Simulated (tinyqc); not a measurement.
MOS capacitor on a p-type substrate, surface potential from the exact charge relation: two steps of the calculation.

Uniform p-type substrate, Boltzmann statistics, full ionisation, classical densities. psi is the surface potential against the body (positive when the bands bend down) and u = psi/Vt. Traps are spread evenly over the gap and neutral at flat band, so their charge is -q Dit psi; the minority quasi-Fermi level is shifted by Vb.

Inputs (values chosen for the exercise); band and dielectric values close to those of gallium nitride:
- T = 250 K (temperature)
- Eg = 3.46 eV (band gap)
- eps_r = 9.48 (relative permittivity)
- Nc = 1.76e18 cm^-3 (conduction-band density of states at T)
- Nv = 3.54e19 cm^-3 (valence-band density of states at T)
- chi = 4.13 eV (electron affinity)
- N = 2.3e16 cm^-3 (acceptor density of the substrate)
- eox = 22.2 (relative permittivity of the gate insulator (close to hafnium oxide))
- tox = 48 nm (insulator thickness)
- phiM = 5.33 eV (gate work function)
- Nf = 0 cm^-2 (fixed charge at the interface, in units of q)
- Dit = 2.5e11 cm^-2 eV^-1 (density of interface traps)
- Vb = 0 V (reverse bias of the inversion layer against the body)

Constants: q = 1.602176634e-19 C, kB = 1.380649e-23 J/K, Vt = kB T/q, eps0 = 8.8541878128e-14 F/cm where lengths are in cm. Results are converted to the units shown.

Problem 1. Flat band, threshold and scales. ni = sqrt(Nc Nv) exp(-Eg/(2 Vt)), Eg in volts; phiF = Vt ln(N/ni); Cox = eps0 eox/tox; Vfb = phiM - chi - (Eg - Vt ln(Nv/N)) - q Nf/Cox; Q0 = sqrt(2 eps0 eps_r q N Vt); r = (ni/N)^2 exp(-Vb/Vt); VT = Vfb + [(2 phiF + Vb)(1 + q Dit/Cox) + sqrt(2 eps0 eps_r q N (2 phiF + Vb))/Cox].

Wanted: ni; phiF; Cox; Vfb; Q0; r; VT.

Solution 1.

ni = 1.0519e-16 cm^-3
phiF = 1.6042 V
Cox = 0.40951 uF/cm^2
Vfb = -2.1019 V
Q0 = 11.544 nC/cm^2
r = 2.0918e-65
VT = 1.7644 V

Problem 2. Charges, field and capacitances at the solution. u = psi/Vt; F^2 = exp(-u) + u - 1 + r (exp(u) - u - 1); Qs = -sign(u) Q0 F; Cs = -dQs/dpsi = (Q0/Vt) |1 - exp(-u) + r (exp(u) - 1)|/(2 F). Low frequency: 1/C_LF = 1/Cox + 1/(Cs + q Dit). High frequency, in the simple estimate in which traps and minority carriers do not follow: 1/C_HF = 1/Cox + 1/Cd, Cd being Cs with r = 0 at the same psi. Minority sheet density N_inv = (Q0/(2 q)) int_0^u r (exp(t) - 1)/F(t) dt for u > 0. Oxide field |Qs - q Dit psi + q Nf|/(eps0 eox).

converged psi = 3.3618206 V

Give: Qs; N_inv; oxide field; Cs; C_LF/Cox; C_HF/Cox.

Solution 2.

Qs = -430.5 nC/cm^2
N_inv = 1.794e12 cm^-2
oxide field = 0.2875 MV/cm
Cs = 8.884 uF/cm^2
C_LF/Cox = 0.9561
C_HF/Cox = 0.04992

The surface is in strong inversion (borders at |psi| = 0, phiF + Vb and 2 phiF + Vb = 3.21 V). Minority carriers make up 66.8 % of Qs.

Program tinyqc, `OMP_NUM_THREADS=1 python tinyqc.py 2060140 2060141 out.jsonl`; Intel Xeon 2.30GHz, shared host, one thread, about 0.01 s.
